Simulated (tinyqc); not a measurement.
# Size effects in the resistivity of thin metal films and interconnect lines, step by step

A worked calculation. Computed by tinyqc, a small Python program that keeps every step. Command: `OMP_NUM_THREADS=1 python tinyqc.py 3000345 3000346 out.jsonl size walk`. One thread of a shared host (Intel(R) Xeon(R) Processor @ 2.30GHz), about 0.01 s of CPU time with the checks. Intermediate numbers are printed to about 7 digits and carried at full precision; extremes and crossings named in words are read from the listed rows.

Electrons lose their drift at surfaces (a share 1 - p of the hits) and at grain boundaries (reflection R), besides bulk scattering.

Inputs (values chosen for the exercise, modelled on gold): bulk resistivity rho_b = 2.26 microohm cm; bulk mean free path lambda = 38.6 nm; specularity p = 0; grain-boundary reflection R = 0.21; film thickness h = 67 nm; grain size over thickness = 1.7.

Geometry: film.

## Grain size

D = (ratio) h.

grain size D = 113.9 nm

## Grain boundaries

Mayadas-Shatzkes: alpha = (lambda/D) R/(1 - R); rho_b/rho = 1 - 3 alpha/2 + 3 alpha^2 - 3 alpha^3 ln(1 + 1/alpha).

alpha = 0.09008568

rho/rho_b from grains = 1.131542

The linear estimate 1 + 3 alpha/2 gives 1.135, within 2 %.

## Surfaces

Fuchs-Sondheimer film: rho_b/rho = 1 - (3/(2 kappa))(1 - p) int_0^1 (s - s^3)(1 - exp(-kappa/s))/(1 - p exp(-kappa/s)) ds, f = rho/rho_b, kappa = thickness/lambda, 80 Gauss-Legendre points.

kappa = h/lambda = 1.735751

rho/rho_b from surfaces = 1.257730

The thick-film form 1 + 3 (1 - p)/(8 kappa) gives 1.216, a deviation of -3.3 %.

## Resistivity of the film

Both together (Mayadas-Shatzkes film): rho_b/rho = (rho_b/rho of the grains alone) - (6/(pi kappa))(1 - p) int_0^(pi/2) dphi int_0^1 ds (cos^2 phi/H^2)(s - s^3)(1 - exp(-kappa H/s))/(1 - p exp(-kappa H/s)), H = 1 + alpha/(cos phi sqrt(1 - s^2)), 40 x 80 Gauss-Legendre points. Sheet resistance rho/h; additive estimate rho_b (f_surface + f_grain - 1).

resistivity rho = 3.119568 microohm cm

sheet resistance = 0.4656072 ohm

additive estimate = 3.139756 microohm cm

error of the additive estimate = 0.6471208 %

Adding the two excesses (Matthiessen's rule) is 0.6 % high.

## Exact and approximate surface terms

Thick-film form 1 + 3 (1 - p)/(8 kappa); thin-film form (4/3)((1 - p)/(1 + p))/(kappa ln(1/kappa)).

Rho/rho_b:
```
kappa  h (nm)     exact  thick-film form  thin-film form
0.01    0.386  26.48360          38.5000        28.95297
0.02    0.772  15.33292          19.7500        17.04148
0.05     1.93   7.72766           8.5000         8.90155
0.1      3.86   4.78166           4.7500         5.79059
0.2      7.72   3.09586           2.8750         4.14223
0.5      19.3   1.91615           1.7500               -
1        38.6   1.46229           1.3750               -
2        77.2   1.22084           1.1875               -
5         193   1.08102           1.0750               -
10        386   1.03896           1.0375               -
```

The thick-film form is within 5 % down to kappa = 2; at kappa = 0.01 it is 1.45 times the exact value and the thin-film form 1.09 times. The resistivity doubles between 7.72 and 19.3 nm. Rows thinner than about 5 nm only illustrate the formulas.

Checks made by the program: grain-boundary formula against its angular integral 3 int_0^1 c^3/(c + alpha) dc (relative difference below 1e-10); combined formula at alpha -> 0 against Fuchs-Sondheimer (relative difference 1e-07).
